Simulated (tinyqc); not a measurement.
Implant damage, amorphisation by cascade overlap, and solid-phase epitaxial regrowth: one step, computed by the program tinyqc.

Range and width of the damage are inputs. Dynamic annealing enters only through the surviving share f.

Task: The amorphous layer. Displaced share x(z) = f nu Q exp(-(z - R_d)^2/(2 s_d^2))/(sqrt(2 pi) s_d N); the layer is amorphous where x > x_c, between R_d -/+ s_d sqrt(2 ln(x_max/x_c)), the upper edge being cut at the surface. Threshold dose Q_c = Q x_c/x_max.

Inputs (values chosen for the exercise, modelled on phosphorus ions in silicon):
```
quantity                           value    unit
atomic density N                    49.9  1/nm^3
depth of the damage peak R_d          32      nm
width of the damage profile s_d       17      nm
share of defects that survive f     0.87       -
critical displaced share x_c        0.14       -
dose Q                           9.4e+14  1/cm^2
```

displacements per ion nu = 561.1897

Give: peak displaced share x_max; threshold dose Q_c; upper edge; lower edge.

Result:

peak displaced share x_max = 2.1583

threshold dose Q_c = 6.0973e+13 1/cm^2

upper edge = 0 nm

lower edge = 71.763 nm

The layer reaches the surface. Caution: x above 1 counts atoms displaced more than once.
